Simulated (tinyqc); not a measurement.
# MOS capacitor on an n-type substrate, surface potential from the exact charge relation: effects of single changes

Uniform n-type substrate, Boltzmann statistics, full ionisation, classical densities. psi is the surface potential against the body (positive when the bands bend down) and u = -psi/Vt. Traps are spread evenly over the gap and neutral at flat band, so their charge is -q Dit psi; the minority quasi-Fermi level is shifted by Vb.

Inputs (values chosen for the exercise); band and dielectric values close to those of silicon: temperature T = 300 K; band gap Eg = 1.12 eV; relative permittivity eps_r = 11.7; conduction-band density of states at T Nc = 2.85e19 cm^-3; valence-band density of states at T Nv = 2.69e19 cm^-3; electron affinity chi = 4.04 eV; donor density of the substrate N = 3.1e15 cm^-3; relative permittivity of the gate insulator (close to silicon dioxide) eox = 3.9; insulator thickness tox = 1.7 nm; gate work function phiM = 4.13 eV; fixed charge at the interface, in units of q Nf = 0 cm^-2; density of interface traps Dit = 0 cm^-2 eV^-1; reverse bias of the inversion layer against the body Vb = 0 V.

Constants: q = 1.602176634e-19 C, kB = 1.380649e-23 J/K, Vt = kB T/q, eps0 = 8.8541878128e-14 F/cm where lengths are in cm. Results are converted to the units shown.

Each table varies one quantity; the others keep the values above.

## Capacitance-voltage curves

ni = sqrt(Nc Nv) exp(-Eg/(2 Vt)), Eg in volts; phiF = Vt ln(N/ni); Cox = eps0 eox/tox; Vfb = phiM - chi - Vt ln(Nc/N) - q Nf/Cox; Q0 = sqrt(2 eps0 eps_r q N Vt); r = (ni/N)^2 exp(-Vb/Vt); VT = Vfb - [(2 phiF + Vb)(1 + q Dit/Cox) + sqrt(2 eps0 eps_r q N (2 phiF + Vb))/Cox]. u = -psi/Vt; F^2 = exp(-u) + u - 1 + r (exp(u) - u - 1); Qs = +sign(u) Q0 F; Cs = -dQs/dpsi = (Q0/Vt) |1 - exp(-u) + r (exp(u) - 1)|/(2 F). psi solves Vg = Vfb + psi + (q Dit psi - Qs)/Cox. Low frequency: 1/C_LF = 1/Cox + 1/(Cs + q Dit). High frequency, in the simple estimate in which traps and minority carriers do not follow: 1/C_HF = 1/Cox + 1/Cd, Cd being Cs with r = 0 at the same psi. Deep depletion: r = 0 and Dit = 0 both in the equation for psi and in Cs. Minority sheet density N_inv = (Q0/(2 q)) int_0^u r (exp(t) - 1)/F(t) dt for u > 0. N_inv under 1 cm^-2 is printed as 0. Regimes: accumulation when majority carriers gather, then depletion up to |psi| = phiF + Vb, weak inversion up to 2 phiF + Vb, strong inversion beyond.

Capacitance-voltage curves:
```
Vg (V)	psi (V)	C_LF/Cox	C_HF/Cox	C_deep/Cox	N_inv (cm^-2)	regime
0.65	0.2752	0.9097	0.9097	0.9097	0	accumulation
0.38	0.2436	0.8453	0.8453	0.8453	0	accumulation
0.12	0.1814	0.6219	0.6219	0.6219	0	accumulation
-0.15	-0.003810	0.06206	0.06206	0.06206	0	depletion
-0.42	-0.2663	0.01585	0.01585	0.01585	2046	depletion
-0.69	-0.5328	0.01108	0.01097	0.01097	4.074e7	weak inversion
-0.95	-0.7732	0.3264	0.009051	0.008951	2.216e11	strong inversion
-1.22	-0.8750	0.7930	0.008496	0.007712	2.351e12	strong inversion
-1.49	-0.9148	0.8924	0.008305	0.006877	5.269e12	strong inversion
-1.76	-0.9383	0.9289	0.008199	0.006266	8.394e12	strong inversion
-2.02	-0.9543	0.9468	0.008128	0.005808	1.149e13	strong inversion
```

C_LF/Cox is lowest, 0.0111, at Vg = -0.69 V (weak inversion) among the rows listed and is 0.947 in the last row, where C_HF/Cox is 0.00813 and the deep-depletion value 0.00581. Vfb = -0.146 V, where C_HF/Cox = 0.0649 (Cox in series with eps0 eps_r/LD), and VT = -0.808 V. Over the last two rows psi moves by only 0.061 V a volt of gate bias, since the inversion charge screens the body. In strong accumulation and inversion degeneracy and confinement, left out here, lower the capacitance.

## Effect of the donor density of the substrate on threshold and swing

ni = sqrt(Nc Nv) exp(-Eg/(2 Vt)), Eg in volts; phiF = Vt ln(N/ni); Cox = eps0 eox/tox; Vfb = phiM - chi - Vt ln(Nc/N) - q Nf/Cox; VT = Vfb - [(2 phiF + Vb)(1 + q Dit/Cox) + sqrt(2 eps0 eps_r q N (2 phiF + Vb))/Cox]. gamma = sqrt(2 eps0 eps_r q N)/Cox; Wm = sqrt(2 eps0 eps_r (2 phiF + Vb)/(q N)); m = 1 + (eps0 eps_r/Wm + q Dit)/Cox; swing m Vt ln 10; Cmin/Cox = 1/(1 + Cox Wm/(eps0 eps_r)).

Effect of the donor density of the substrate on threshold and swing:
```
N (cm^-3)	Vfb (V)	2 phiF (V)	gamma (V^0.5)	VT (V)	Wm (nm)	m	swing (mV/decade)	Cmin/Cox
1e15	-0.1752	0.5911	0.008970	-0.7732	874.3	1.006	59.87	0.005799
3.4e15	-0.1435	0.6544	0.01654	-0.8113	498.9	1.010	60.13	0.01012
1.1e16	-0.1132	0.7151	0.02975	-0.8535	289.9	1.018	60.57	0.01729
3.8e16	-0.08114	0.7792	0.05529	-0.9092	162.8	1.031	61.39	0.03037
1.3e17	-0.04935	0.8428	0.1023	-0.9860	91.56	1.056	62.84	0.05276
4.4e17	-0.01783	0.9058	0.1881	-1.103	51.60	1.099	65.41	0.08995
1.5e18	0.01388	0.9693	0.3474	-1.297	28.91	1.176	70.03	0.1500
5e18	0.04501	1.032	0.6342	-1.631	16.33	1.312	78.11	0.2379
```

Read the table: what changes, and by how much?

As N goes from 1e15 to 5e18, VT falls from -0.773 to -1.63 V, the swing rises from 59.9 to 78.1 mV/decade and Cmin/Cox rises from 0.00580 to 0.238. Of the change of VT by -0.857 V, 0.220 V comes from Vfb and -1.08 V from the band bending and the charge it takes. gamma goes as N^(0.50) and Wm as N^(-0.47); phiF, which grows slowly with N, keeps the latter from -1/2.

## Effect of the density of interface traps on threshold and swing

Same model as above.

In this table Vb = 0 V.

The same in every row: Vfb (V) = -0.1459; 2 phiF (V) = 0.6496; gamma (V^0.5) = 0.01579; Wm (nm) = 520.6; Cmin/Cox = 0.009702.

Result of one run:
```
Dit (cm^-2 eV^-1)	VT (V)	m	swing (mV/decade)
3e11	-0.8237	1.033	61.52
```

What becomes of these results when the density of interface traps Dit is changed from 3e11 to 3e10 cm^-2 eV^-1, all else the same?

Result of the changed run:
```
Dit (cm^-2 eV^-1)	VT (V)	m	swing (mV/decade)
3e10	-0.8098	1.012	60.25
```

The whole series:
```
Dit (cm^-2 eV^-1)	VT (V)	m	swing (mV/decade)
0	-0.8083	1.010	60.11
1e10	-0.8088	1.011	60.16
3e10	-0.8098	1.012	60.25
1e11	-0.8134	1.018	60.58
3e11	-0.8237	1.033	61.52
1e12	-0.8595	1.089	64.80
3e12	-0.9620	1.246	74.20
1e13	-1.321	1.799	107.1
```

As Dit goes from 0 to 1e13, VT falls from -0.808 to -1.32 V, the swing rises from 60.1 to 107 mV/decade and Cmin/Cox stays at 0.00970. Vfb does not move.

tinyqc, about 0.01 s, one thread, Intel Xeon 2.30GHz (shared host): `OMP_NUM_THREADS=1 python tinyqc.py 2060072 2060073 out.jsonl`
